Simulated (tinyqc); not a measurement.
Hubbard ring of 6 sites, step by step. Computed by tinyqc, a small Python program that keeps every step. Settings: hopping = 1.18, U = 3.4, mixing = 1, iteration cap = 51. Command: `OMP_NUM_THREADS=1 python tinyqc.py 21980 21981 out.jsonl` (the two numbers bound the seeds that draw the settings). One thread of a shared host (Intel(R) Xeon(R) Processor @ 2.60GHz), about 0.3 s of CPU time with the checks. Later iterations appear only in the table of the cycle.

## Mean-field iteration 1

one-body matrix (hopping and site energies) (eV), order 1, 2, 3, 4, 5, 6:
$$\begin{pmatrix}
0.670000 & -1.180000 & 0.000000 & 0.000000 & 0.000000 & -1.180000 \\
-1.180000 & -0.280000 & -1.180000 & 0.000000 & 0.000000 & 0.000000 \\
0.000000 & -1.180000 & 0.610000 & -1.180000 & 0.000000 & 0.000000 \\
0.000000 & 0.000000 & -1.180000 & -0.300000 & -1.180000 & 0.000000 \\
0.000000 & 0.000000 & 0.000000 & -1.180000 & -0.580000 & -1.180000 \\
-1.180000 & 0.000000 & 0.000000 & 0.000000 & -1.180000 & 0.690000
\end{pmatrix}$$

U = 3.400000 eV

electrons, up and down: [5, 3]

mixing = 1

n(up) at the start (a guess, not normalised): 1 0.833000, 2 0.833000, 3 0.833000, 4 0.833000, 5 0.833000, 6 0.833000

n(down) at the start (a guess): 1 0.500000, 2 0.500000, 3 0.500000, 4 0.500000, 5 0.500000, 6 0.500000

H(up) = T + U n(down), H(down) = T + U n(up); fill the lowest levels; n(new) = n + mixing (n(out) - n); E = tr T (rho up + rho down) + U sum n_up n_down of the output.

levels, up (eV): [-0.648940, 0.347316, 0.927479, 2.736951, 3.337779, 4.309416]

levels, down (eV): [0.483260, 1.479516, 2.059679, 3.869151, 4.469979, 5.441616]

energy = 2.365253 eV

n(up) after iteration 1: 1 0.708532, 2 0.857672, 3 0.852611, 4 0.925337, 5 0.916014, 6 0.739835

n(down) after iteration 1: 1 0.391573, 2 0.606211, 3 0.388887, 4 0.592814, 5 0.614837, 6 0.405679

## Mean-field iteration 2

As before.

levels, up (eV): [-0.543772, 0.553750, 0.756535, 2.913097, 3.118129, 4.212261]

levels, down (eV): [0.572920, 1.558352, 1.989141, 3.935054, 4.389638, 5.364895]

energy = 2.331217 eV

n(up) after iteration 2: 1 0.785892, 2 0.824389, 3 0.839466, 4 0.873886, 5 0.876994, 6 0.799373

n(down) after iteration 2: 1 0.468728, 2 0.578896, 3 0.392672, 4 0.533246, 5 0.563986, 6 0.462471

## Convergence

Each step fills the lowest levels of T + U n(other spin) and sets n(new) = n + mixing (n(out) - n); stop when output and input agree to 1e-8.

Course of the cycle:
```
iteration      E (eV)  largest |n(out) - n(in)|  mean |n_up - n_down|
1          2.36525298                  1.24e-01              0.333333
2          2.33121696                  7.74e-02              0.333333
3          2.31959084                  6.90e-02              0.333333
4          2.31419958                  4.16e-02              0.333333
5          2.31144878                  3.72e-02              0.333333
6          2.30997696                  2.21e-02              0.333333
7          2.30918245                  1.98e-02              0.333333
8          2.30875510                  1.16e-02              0.333333
9          2.30852489                  1.04e-02              0.333333
10         2.30840162                  6.08e-03              0.333333
11         2.30833555                  5.48e-03              0.333333
...               ...                       ...                   ...
41         2.30825991                  4.55e-07              0.333333
42         2.30825991                  2.65e-07              0.333333
43         2.30825991                  2.44e-07              0.333333
44         2.30825991                  1.43e-07              0.333333
45         2.30825991                  1.31e-07              0.333333
46         2.30825991                  7.66e-08              0.333333
47         2.30825991                  7.05e-08              0.333333
48         2.30825991                  4.11e-08              0.333333
49         2.30825991                  3.78e-08              0.333333
50         2.30825991                  2.21e-08              0.333333
51         2.30825991                  2.03e-08              0.333333
```

Not converged within 51 iterations: the residual falls steadily but slowly, by a factor of about 0.75 a step. The lowest mean-field energy found from random starts is 2.30826 eV. Reruns (cap 100 unless said): mixing 0.2: not converged; mixing 0.5: converged in 98 (E = 2.30826); mixing 0.9: converged in 52 (E = 2.30826); the original settings with a cap of 400: converged in 54 (E = 2.30826).

## Exact diagonalisation (120 states)

Lowest levels of the sector, and the double occupancy of the lowest state.

lowest levels (eV): [1.859887, 2.699263, 2.977666, 3.809425, 3.908376, 4.033373]

double occupancy per site = 0.377287

## The lowest level by Lanczos steps

From a random start vector (not printed): a_j = <q_j|H|q_j>, b_j = norm of the remainder after orthogonalising; the Ritz value is the lowest eigenvalue of the tridiagonal matrix of a and b so far.

Lanczos:
```
j    a_j (eV)  b_j (eV)  lowest Ritz value (eV)
1    8.667117  5.047718              8.66711699
2   10.239377  4.852013              4.34468041
3    9.737955  3.987395              2.66538644
4    9.175278  3.344610              2.05929727
5   10.501158  3.346679              1.90921383
6   10.099146  3.551894              1.87484085
7   10.292213  3.482837              1.86511279
8    9.452686  3.556184              1.86200313
9    9.497362  3.447773              1.86074882
10   9.192681  3.667692              1.86021718
```
